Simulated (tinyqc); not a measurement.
Electron-beam lithography: double-Gaussian proximity function, edge placement and dose correction for parallel lines: one step, computed by the program tinyqc.

Lines are infinitely long. Absorbed energy is counted so that the middle of a very large area written at dose 1 receives 1; the resist develops where it exceeds 1/2.

Problem. Dose correction. Uncorrected edge energies are M 1. Solve M d = 1/2 for the doses d that put the mean edge energy of every line at the threshold.

M:
```
           1          2          3          4          5
1  0.3268734  0.0294456  0.1064388  0.0002392  0.0001168
2  0.0020955  0.3552029  0.1359270  0.0004021  0.0001979
3  0.0011921  0.0196129  0.4740032  0.0009715  0.0004949
4  0.0003625  0.0084749  0.1471266  0.3261261  0.0007471
5  0.0003434  0.0080962  0.1444896  0.0014502  0.3254027
```

Give: edge energies at dose 1; corrected doses; largest over smallest dose.

Solution.

edge energies at dose 1: 1 0.4631, 2 0.4938, 3 0.4963, 4 0.4828, 5 0.4798

corrected doses: 1 1.109, 2 1.014, 3 1.007, 4 1.049, 5 1.058

largest over smallest dose = 1.102
